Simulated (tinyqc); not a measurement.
Inside a calculation. Method: LDA (PW92) atom on a uniform radial grid, spin-unpolarised, for Li. Computed by tinyqc, a small Python program that keeps every step. Settings: Z = 3, points = 128, R = 12.2, functional = lda,pw, mixing = 1.0, iteration cap = 65. Command: `OMP_NUM_THREADS=1 python tinyqc.py 22293 22294 out.jsonl` (the two numbers bound the seeds that draw the settings). One thread of a shared host (Intel(R) Xeon(R) Processor @ 2.60GHz), about 0.07 s of CPU time with the checks. Later iterations appear only in the table of the cycle.

## Iteration 1

Spherical atom on a uniform radial grid r_j = j h with h = R/(N + 1), h sum u^2 = 1 and integrals as h times sums, u(0) = u(R) = 0 (atomic units):
```
parameter            value
Z                        3
points N               128
R                12.200000
h                 0.094574
mixing            1.000000
electrons in 1s          2
electrons in 2s          1
```

Three-point differences turn -u''/2 + [l(l+1)/2r^2 - Z/r + V] u = e u into a tridiagonal matrix (diagonal 1/h^2 + potential, off-diagonal -1/2h^2). D = sum f u^2; the Hartree potential y/r solves y'' = -D/r with y(0) = 0, y(R) = N_e; v_xc comes from rho = D/(4 pi r^2); E = sum f e - int D V + int D (V_H/2 + eps_xc); V(new) = V + mixing (V_H + v_xc - V).

eigenvalues (hartree): [-4.4129, -1.1194]

Every 8th grid point:
```
r          V in     u(1s)      u(2s)         D     V_H       v_xc
0.7566   0.0000    0.8207    -0.1115    1.3595  3.1239    -0.6307
1.5132   0.0000    0.1747    -0.7256    0.5875  1.8305    -0.3179
2.2698   0.0000    0.0279    -0.6676    0.4472  1.2935    -0.2290
3.0264   0.0000    0.0040    -0.4233    0.1793  0.9866    -0.1464
3.7829   0.0000    0.0005    -0.2257    0.0509  0.7923    -0.0880
4.5395   0.0000  6.72e-05    -0.1086    0.0118  0.6608    -0.0510
5.2961   0.0000  8.34e-06    -0.0489    0.0024  0.5664    -0.0287
6.0527   0.0000  1.01e-06    -0.0210  4.40e-04  0.4956    -0.0157
6.8093   0.0000  1.22e-07    -0.0087  7.55e-05  0.4406    -0.0084
7.5659   0.0000  1.44e-08    -0.0035  1.22e-05  0.3965    -0.0044
8.3225   0.0000  1.68e-09    -0.0014  1.90e-06  0.3605    -0.0023
9.0791   0.0000  1.95e-10    -0.0005  2.84e-07  0.3304    -0.0012
9.8357   0.0000  2.25e-11  -2.03e-04  4.11e-08  0.3050    -0.0006
10.5922  0.0000         0  -7.53e-05  5.67e-09  0.2832  -2.96e-04
11.3488  0.0000         0  -2.54e-05  6.45e-10  0.2643  -1.38e-04
12.1054  0.0000         0  -2.32e-06         0  0.2478  -2.71e-05
```

total energy = -6.750126 hartree

## Iteration 2

As before.

eigenvalues (hartree): [-1.3388, -0.0181]

Every 8th grid point:
```
r          V in     u(1s)    u(2s)         D     V_H     v_xc
0.7566   2.4932    0.8854   0.0711    1.5731  2.6879  -0.6600
1.5132   1.5126    0.3416  -0.2011    0.2739  1.5784  -0.2522
2.2698   1.0645    0.1136  -0.3826    0.1722  1.1356  -0.1719
3.0264   0.8402    0.0356  -0.4619    0.2159  0.8989  -0.1548
3.7829   0.7043    0.0108  -0.4706    0.2217  0.7462  -0.1366
4.5395   0.6098    0.0032  -0.4403    0.1939  0.6371  -0.1177
5.2961   0.5378    0.0009  -0.3926    0.1542  0.5545  -0.1002
6.0527   0.4799  2.78e-04  -0.3397    0.1154  0.4897  -0.0849
6.8093   0.4321  8.10e-05  -0.2874    0.0826  0.4378  -0.0716
7.5659   0.3921  2.36e-05  -0.2382    0.0567  0.3953  -0.0601
8.3225   0.3582  6.85e-06  -0.1926    0.0371  0.3600  -0.0499
9.0791   0.3293  1.99e-06  -0.1505    0.0227  0.3302  -0.0409
9.8357   0.3044  5.77e-07  -0.1113    0.0124  0.3050  -0.0324
10.5922  0.2829  1.67e-07  -0.0744    0.0055  0.2832  -0.0242
11.3488  0.2642  4.57e-08  -0.0389    0.0015  0.2643  -0.0156
12.1054  0.2478  3.76e-09  -0.0043  1.86e-05  0.2478  -0.0038
```

total energy = -7.141541 hartree

## Convergence

Stop when input and output potentials agree to 1e-7.

Course of the cycle (hartree):
```
iteration          E    e(1s)    e(2s)  largest |V(out) - V(in)|
1          -6.750126  -4.4129  -1.1194                  4.29e+00
2          -7.141541  -1.3388  -0.0181                  1.15e+00
3          -7.171485  -1.9588  -0.1216                  3.42e-01
4          -7.173855  -1.7810  -0.0996                  9.61e-02
5          -7.174042  -1.8292  -0.1051                  2.70e-02
6          -7.174056  -1.8158  -0.1036                  7.58e-03
7          -7.174058  -1.8196  -0.1040                  2.13e-03
8          -7.174058  -1.8185  -0.1039                  6.00e-04
9          -7.174058  -1.8188  -0.1039                  1.69e-04
10         -7.174058  -1.8187  -0.1039                  4.75e-05
11         -7.174058  -1.8188  -0.1039                  1.33e-05
12         -7.174058  -1.8188  -0.1039                  3.76e-06
13         -7.174058  -1.8188  -0.1039                  1.06e-06
14         -7.174058  -1.8188  -0.1039                  2.97e-07
15         -7.174058  -1.8188  -0.1039                  8.36e-08
```

Converged in 15 iterations. A uniform grid resolves the cusp poorly: for a bare nucleus this grid gives 1s at -4.41291 against -Z^2/2 = -4.5 hartree. Before convergence this energy mixes input and output and is not variational, so it may rise towards its limit.
